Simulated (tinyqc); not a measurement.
Sp3 tight binding, zinc-blende lattice, step by step. One step of it, computed by the program tinyqc.

Question. Bloch Hamiltonian at k. Slater-Koster rules over the four bonds with direction cosines (l, m, n): ss V_ss; s-px l V_sp; px-s -l V_sp; px-px l^2 V_pps + (1 - l^2) V_ppp; px-py l m (V_pps - V_ppp); each times exp(i k.d).

Parameters chosen for this model: zinc-blende lattice, anion at 0, cation at a/4 (1,1,1); V = eta hbar^2 / (m d^2), hbar^2/m = 7.619964 eV angstrom^2:
```
parameter          value      unit
a               4.180000  angstrom
d               1.809993  angstrom
Es anion      -15.490000        eV
Ep anion       -7.760000        eV
Es cation     -15.490000        eV
Ep cation      -7.760000        eV
eta ss         -1.320000
eta sp          1.420000
eta pp sigma    2.220000
eta pp pi      -0.630000
V ss           -3.070245        eV
V sp            3.302839        eV
V pp sigma      5.163594        eV
V pp pi        -1.465344        eV
```

k point k (2 pi / a): 0.010000  -0.620000  -0.320000

Give: H(k) at k.

Answer.

H(k) at k (eV):
```
                a s          a px           a py           a pz
a s         -15.490         0.000          0.000          0.000
a px          0.000        -7.760          0.000          0.000
a py          0.000         0.000         -7.760          0.000
a pz          0.000         0.000          0.000         -7.760
c s   -6.048-0.077i  3.039+0.059i  -0.032-5.528i  -0.087-2.065i
c px  -3.039-0.059i  1.466+0.019i   0.101+2.393i   0.038+6.405i
c py   0.032+5.528i  0.101+2.393i   1.466+0.019i  -3.521-0.068i
c pz   0.087+2.065i  0.038+6.405i  -3.521-0.068i   1.466+0.019i

                c s           c px           c py           c pz
a s   -6.048+0.077i  -3.039+0.059i   0.032-5.528i   0.087-2.065i
a px   3.039-0.059i   1.466-0.019i   0.101-2.393i   0.038-6.405i
a py  -0.032+5.528i   0.101-2.393i   1.466-0.019i  -3.521+0.068i
a pz  -0.087+2.065i   0.038-6.405i  -3.521+0.068i   1.466-0.019i
c s         -15.490          0.000          0.000          0.000
c px          0.000         -7.760          0.000          0.000
c py          0.000          0.000         -7.760          0.000
c pz          0.000          0.000          0.000         -7.760
```
